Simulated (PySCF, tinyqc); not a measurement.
CIS and TDHF on RHF in the 6-31g basis, for H3+, spin multiplicity 1, step by step. The lowest restricted solution is unstable here: a spin-polarised one lies 0.0032 hartree lower (PySCF). One step of it, computed by the program tinyqc.

Problem. CIS singlet states. Diagonalise A (1 hartree = 27.211386 eV); each vector has its largest component positive (the first on a tie). The transition dipole is mu = sqrt2 sum c_ia <i|r|a>.

CIS matrix A, singlet (hartree), lower triangle:
```
           1>2        1>3        1>4       1>5       1>6
1>2   0.326920
1>3   0.000002   0.558489
1>4  -0.000006   0.025947   1.176678
1>5  -0.017279   0.000002  -0.000008  1.272293
1>6  -0.000004  -0.007794   0.010645  0.000005  1.362303
```

dipole integrals <i|r|a> (bohr):
```
            x          y          z
1>2  0.000000   0.284818  -1.533003
1>3  0.000000  -0.306210  -0.057039
1>4  0.000000   0.016370   0.003057
1>5  0.000000  -0.004338   0.023540
1>6  0.000000  -0.088833  -0.016470
```

Give: singlet excitation energies; lowest vectors; oscillator strengths 2/3 w |mu|^2.

Solution.

singlet excitation energies (eV): 8.887  15.165  32.033  34.629  37.088

lowest vectors:
```
     state 1  state 2  state 3  state 4  state 5
1>2    1.000    0.000    0.000   -0.018    0.000
1>3    0.000    0.999    0.043    0.000   -0.008
1>4    0.000   -0.042    0.998    0.000    0.056
1>5    0.018    0.000    0.000    1.000    0.000
1>6    0.000    0.010   -0.056    0.000    0.998
```

oscillator strengths 2/3 w |mu|^2: 1.058  0.073  0.000  0.005  0.014
